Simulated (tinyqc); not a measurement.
Deep-level transient spectroscopy: the DLTS spectrum.

Schottky contact on an n-type layer with shallow donors Nd (all ionised) and a donor-like deep trap, neutral when filled and positive when empty; depletion approximation. Traps within lam of the depletion edge stay filled. A long pulse to Vp fills the traps beyond x1 = Wp - lam; back at Vr those between x1 and x2 = Wr - lam emit. A rate window reads S = C(t2) - C(t1).

Emission rate en = sn vth(T) Nc(T) exp(-Et/kB T) = sn g T^2 exp(-Et/kB T), g = vth Nc/(300 K)^2, as vth goes as T^0.5 and Nc as T^1.5 (degeneracy factor 1). lam = sqrt(2 eps0 eps_r (EF - ET)/(q Nd)), EF - ET = Et - (kB T/q) ln(Nc(T)/Nd), Nc(T) = Nc (T/300 K)^1.5. In the steady state at the band bending V, 2 eps0 eps_r V/q = Nd W^2 + Nt (W - lam)^2 (the second term only if W > lam). W(t)^2 = Wr^2 + (Nt/Nd)(x2^2 - x1^2) exp(-en t), C = eps0 eps_r/W; for small Nt, dC/C = -(Nt/2 Nd) G exp(-en t) with G = (x2^2 - x1^2)/Wr^2. For an exponential transient S peaks where en = ew = ln(t2/t1)/(t2 - t1).

Inputs (values chosen for the exercise); material values close to those of germanium: relative permittivity eps_r = 15.9; conduction-band density of states at 300 K Nc = 1.03e19 cm^-3; thermal velocity at 300 K vth = 3.3e7 cm/s; shallow donor density Nd = 1e16 cm^-3; built-in voltage Vbi = 0.42 V; depth of the trap below the conduction edge Et = 0.18 eV; capture cross-section sn = 8.6e-17 cm^2; trap density Nt = 5.5e13 cm^-3; reverse bias Vr = 2 V; reverse bias during the filling pulse Vp = 0.2 V; first sampling time t1 = 2 ms; second sampling time t2 = 4 ms.

Constants: q = 1.602176634e-19 C, kB = 1.380649e-23 J/K, eps0 = 8.8541878128e-14 F/cm where lengths are in cm. Results are converted to the units shown.

The DLTS spectrum:
```
T (K),en (1/s),S (pF/cm^2)
106,10.09,0.5957
110,22.26,1.272
114,46.54,2.484
119,109.5,4.875
123,207.1,6.949
127,376.9,7.765
131,662.6,6.113
135,1129,2.949
139,1868,0.7368
143,3010,0.07709
148,5280,8.281e-4
152,8075,3.111e-6
```

S goes from 0.596 through a maximum of 7.77 (at T = 127 K among the rows listed) to 3.11e-6 pF/cm^2; en equals ew = 347 1/s at 126.4 K. Colder, the trap has hardly emitted by t2; warmer, it is empty before t1. Rows above half of the largest S span 119 to 131 K. In 1 of the 12 rows T is below 110 K, where shallow donors begin to freeze out; the model keeps them ionised.

Program tinyqc, `OMP_NUM_THREADS=1 python tinyqc.py 2050072 2050073 out.jsonl`; Intel Xeon 2.30GHz, shared host, one thread, about 0.01 s.
